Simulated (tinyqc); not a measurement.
# Ballistic Schottky-barrier transistor with a one-dimensional channel, WKB contacts, step by step

Computed by the program tinyqc: `OMP_NUM_THREADS=1 python tinyqc.py 2390134 2390135 out.jsonl`, one thread of a shared Intel Xeon 2.30GHz, about 0.04 s for the whole run. Printed values are rounded.

Source Fermi level 0, drain Fermi level -Vd. Far from the contacts Ec = pn - psi, and the gate moves psi one to one; the band edges relax as exp(-x/lam) from pn at the source and pn - Vd at the drain; Ev = Ec - Eg. A carrier of energy w inside the channel band meets at a contact a barrier of height D (the contact edge beyond the channel edge): T = 1 for w >= D, else exp(-S), S = 4 lam sqrt(m/C) [sqrt(D - w) - sqrt(w) arctan sqrt((D - w)/w)], C = hbar^2/(2 m0). The two contacts combine as Ts Td/(Ts + Td - Ts Td).

Inputs (values chosen for the exercise); channel values close to those of a silicon nanowire with silicide contacts: temperature T = 350 K; band gap Eg = 1.12 eV; barrier for electrons at both contacts pn = 0.7 eV; electron mass mn = 0.2 m0; hole mass mp = 0.24 m0; valleys or subbands g = 2; screening length at the contacts lam = 1.8 nm; drain bias Vd = 0.1 V; band shift psi of the channel by the gate ps = 0.7 V; energy of one carrier inside the channel band w0 = 0.45 eV; upper end of the grid wm = 0.91 eV; points of the grid nE = 13.

Constants: q = 1.602176634e-19 C, kB = 1.380649e-23 J/K, hbar = 1.054571817e-34 J s, h = 6.62607015e-34 J s, m0 = 9.1093837015e-31 kg, Vt = kB T/q, hbar^2/(2 m0) = 0.0380998212 eV nm^2. Results are converted to the units shown.

Range of the model: No scattering, image-force lowering, channel charge or band-to-band tunnelling; parabolic kappa overstates S deep in the gap.

## Band edges and barriers

Electrons: Ds = psi, Dd = psi - Vd, Es = Ec, Ed = Ec + Vd. Holes: Ds = -psi, Dd = Vd - psi, Es = -Ev, Ed = -Ev - Vd. The size of each current is taken; both flow from drain to source and add.

Ec = 0 eV
Ev = -1.12 eV
D for electrons (eV): source 0.7000000, drain 0.6000000
D for holes (eV): source -0.7000000, drain -0.6000000

A negative D is no barrier. Here the electrons carry the larger current.

## Transmission of one of the electrons

S and T at both contacts for w = w0, and the tunnelling distance lam ln(D/w) at the higher barrier.

S at the source = 1.160094
S at the drain = 0.5948162
combined T = 0.2498170
tunnelling distance = 0.7952990 nm

## Current of the electrons on a coarse grid

I = g (2 q^2/h) int T(w) [f(Es + w) - f(Ed + w)] dw, f(y) = 1/(1 + exp(y/Vt)). Electrons: Ds = psi, Dd = psi - Vd, Es = Ec, Ed = Ec + Vd. Holes: Ds = -psi, Dd = Vd - psi, Es = -Ev, Ed = -Ev - Vd. The size of each current is taken; both flow from drain to source and add. Simpson's rule on nE equally spaced w from 0 to wm.

w, point 0 to 12 (eV): [0.0000000, 0.0758333, 0.1516667, 0.2275000, 0.3033333, 0.3791667, 0.4550000, 0.5308333, 0.6066667, 0.6825000, 0.7583333, 0.8341667, 0.9100000]
Ts, point 0 to 12: [1.013827e-6, 5.987512e-4, 0.005329353, 0.02344954, 0.07090560, 0.1670205, 0.3259363, 0.5443725, 0.7890447, 0.9817978, 1, 1, 1]
Td, point 0 to 12: [2.822285e-6, 0.001566961, 0.01305604, 0.05349328, 0.1495935, 0.3228810, 0.5694916, 0.8395033, 1, 1, 1, 1, 1]
T, point 0 to 12: [7.458883e-7, 4.334032e-4, 0.003798916, 0.01657311, 0.05053557, 0.1236949, 0.2615038, 0.4930582, 0.7890447, 0.9817978, 1, 1, 1]
size of the supply difference, point 0 to 12: [0.4649593, 0.07193111, 0.006267501, 5.103190e-4, 4.131511e-5, 3.343295e-6, 2.705355e-7, 2.189134e-8, 1.771415e-9, 1.433404e-10, 1.159889e-11, 9.385656e-13, 7.594736e-14]
current = 8.324415e-4 uA

A converged quadrature gives 7.983e-4 uA; this grid is 4.3 % above that. Under 0.001 % of it passes over both barriers, the rest tunnels. The other carrier adds 9.25e-15 uA.
